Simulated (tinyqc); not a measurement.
Landau-Devonshire theory of a uniaxial ferroelectric: one step, computed by the program tinyqc.

G(P) = (alpha/2) P^2 + (beta*/4) P^4 + (gamma/6) P^6 - E P per volume, SI units, one domain, P along the polar axis, which is normal to the film.

Problem. A capacitor with imperfect screening. Between shorted electrodes with screening length lambda each, the depolarising field is -k P, k = 2 lambda/(eps_0 (d + 2 lambda eps_b)), so alpha turns into alpha + k. Ps^2 = [-beta* + sqrt(beta*^2 - 4 alpha gamma)]/(2 gamma). The polar state is the lowest uniform state while alpha + k < 0 (beta* > 0) or < 3 beta*^2/(16 gamma) (beta* < 0); setting the equality gives the critical thickness d_c.

Inputs (values chosen for the exercise, for a model ferroelectric): Curie-Weiss temperature T0 = 320 K; gamma = 2.68e+09 J m^9/C^6; temperature T = 185 K; film thickness d = 3.4 nm; screening length lambda = 0.045 nm; background permittivity eps_b = 5.

Sample: epitaxial film.

alpha = -2.272905e+08 J m/C^2

beta* = -1.227619e+08 J m^5/C^4

Constants: eps_0 = 8.8541878128e-12 F/m.

Give: depolarising coefficient k; polarisation of the film; size of the depolarising field; critical thickness d_c.

Solution.

depolarising coefficient k = 2.640e+09 J m/C^2

polarisation of the film = 0 microcoulomb/cm^2

size of the depolarising field = 0 MV/m

critical thickness d_c = 44.06 nm

The film is thinner than d_c, so the uniform polar state is not the lowest one; a real film may break into domains or be non-polar.
